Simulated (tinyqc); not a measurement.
Hubbard chain of 5 sites, step by step. One step of it, computed by the program tinyqc.

Problem. Mean-field iteration 1. H(up) = T + U n(down), H(down) = T + U n(up); fill the lowest levels; n(new) = n + mixing (n(out) - n); E = tr T (rho up + rho down) + U sum n_up n_down of the output.

one-body matrix (hopping and site energies) (eV), lower triangle:
```
           1          2          3          4         5
1   0.000000
2  -0.520000   0.000000
3   0.000000  -0.520000   0.000000
4   0.000000   0.000000  -0.520000   0.000000
5   0.000000   0.000000   0.000000  -0.520000  0.000000
```

U = 11.000000 eV

electrons, up and down: 3  2

mixing = 1

n(up) at the start (a guess, not normalised): 1 0.650000, 2 0.550000, 3 0.650000, 4 0.550000, 5 0.650000

n(down) at the start (a guess): 1 0.350000, 2 0.450000, 3 0.350000, 4 0.450000, 5 0.350000

Give: levels, up; levels, down; energy; n(up) after iteration 1; n(down) after iteration 1.

Solution.

levels, up (eV): 3.345  3.643  3.850  5.157  5.455

levels, down (eV): 5.545  5.843  7.150  7.357  7.655

energy = 4.706 eV

n(up) after iteration 1: 1 0.892, 2 0.188, 3 0.840, 4 0.188, 5 0.892

n(down) after iteration 1: 1 0.108, 2 0.812, 3 0.160, 4 0.812, 5 0.108
